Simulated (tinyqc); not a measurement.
Grain growth, pinning, strength and diffusional creep of a polycrystal or thin film: one step, computed by the program tinyqc. Command: `OMP_NUM_THREADS=1 python tinyqc.py 3027890 3027891 out.jsonl grain walk`. One thread of a shared host (Intel(R) Xeon(R) Processor @ 2.30GHz), about 0.01 s of CPU time with the checks.

One mean grain size d describes the structure.

Task: Diffusional creep at T_c. Nabarro-Herring rate = 14 sigma Omega D_l/(k_B T d^2), D_l = D0 exp(-Q_l/(k_B T)); Coble rate = 14 pi sigma Omega delta D_b/(k_B T d^3), delta D_b = delta D0b exp(-Q_b/(k_B T)); they are equal at d_x = pi delta D_b/D_l.

Inputs (values chosen for the exercise, modelled on aluminium):
```
quantity,value,unit
atomic volume Omega,16.59,angstrom^3
anneal temperature T,482,K
lattice diffusion energy Q_l,1.38,eV
boundary diffusion energy Q_b,0.875,eV
lattice prefactor D0,0.00014,m^2/s
boundary prefactor delta D0b,1.6e-14,m^3/s
applied stress sigma,11,MPa
service temperature T_c,260,K
```

grain size d = 137.8581 nm

Constants: k_B = 1.380649e-23 J/K; k_B = 8.617333262e-05 eV/K.

Give: Nabarro-Herring rate; Coble rate; crossover size d_x; time to 1 % strain.

Result:

Nabarro-Herring rate = 9.332e-18 1/s

Coble rate = 1.494e-10 1/s

crossover size d_x = 2.208e+06 micrometre

time to 1 % strain = 6.691e+07 s

Boundary diffusion carries the creep, by a factor 1.6e7.
